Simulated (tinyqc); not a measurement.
# Admittance spectroscopy of a deep trap, step by step

tinyqc, about 0.01 s, one thread, Intel Xeon 2.30GHz (shared host): `OMP_NUM_THREADS=1 python tinyqc.py 2050166 2050167 out.jsonl` Printed values are rounded.

Schottky contact on an n-type layer with shallow donors Nd (all ionised) and a donor-like deep trap, neutral when filled and positive when empty; depletion approximation. Traps within lam of the depletion edge stay filled. The traps at xt = W - lam, where the level crosses the Fermi level, follow a slow signal and not a fast one. w = 2 pi f.

Parameters, values chosen for the exercise; material values close to those of 4H silicon carbide:

| symbol | value | unit | meaning |
|---|---|---|---|
| eps_r | 9.54 |  | relative permittivity |
| Nc | 1.73e19 | cm^-3 | conduction-band density of states at 300 K |
| vth | 2e7 | cm/s | thermal velocity at 300 K |
| Nd | 4.6e16 | cm^-3 | shallow donor density |
| Vbi | 1.19 | V | built-in voltage |
| Et | 0.38 | eV | depth of the trap below the conduction edge |
| sn | 2.9e-14 | cm^2 | capture cross-section |
| Nt | 1.5e15 | cm^-3 | trap density |
| Vr | 1.7 | V | reverse bias |
| f | 3000 | Hz | signal frequency |
| T | 219 | K | temperature |

Constants: q = 1.602176634e-19 C, kB = 1.380649e-23 J/K, eps0 = 8.8541878128e-14 F/cm where lengths are in cm. Results are converted to the units shown.

## Widths and limiting capacitances

lam = sqrt(2 eps0 eps_r (EF - ET)/(q Nd)), EF - ET = Et - (kB T/q) ln(Nc(T)/Nd), Nc(T) = Nc (T/300 K)^1.5. In the steady state at the band bending V, 2 eps0 eps_r V/q = Nd W^2 + Nt (W - lam)^2 (the second term only if W > lam). V = Vbi + Vr. C_HF = eps0 eps_r/W, C_LF = eps0 eps_r (Nd + Nt)/(Nd W + Nt xt).

lam = 79.6839 nm
W = 255.418 nm
xt = 175.734 nm
C_HF = 33.0708 nF/cm^2
C_LF = 33.3999 nF/cm^2

The step is 0.995 % of C_HF.

## Admittance at the signal frequency

Emission rate en = sn vth(T) Nc(T) exp(-Et/kB T) = sn g T^2 exp(-Et/kB T), g = vth Nc/(300 K)^2, as vth goes as T^0.5 and Nc as T^1.5 (degeneracy factor 1). Inflection frequency w0 = 2 en [1 + Nt xt/(Nd W)]; C = C_HF + (C_LF - C_HF)/(1 + (w/w0)^2), G/w = (C_LF - C_HF)(w/w0)/(1 + (w/w0)^2).

en = 9622.75 1/s
w0/(2 pi) = 3131.74 Hz
C = 33.2424 nF/cm^2
G/w = 0.164373 nF/cm^2

The signal lies near the inflection, where the loss is largest.
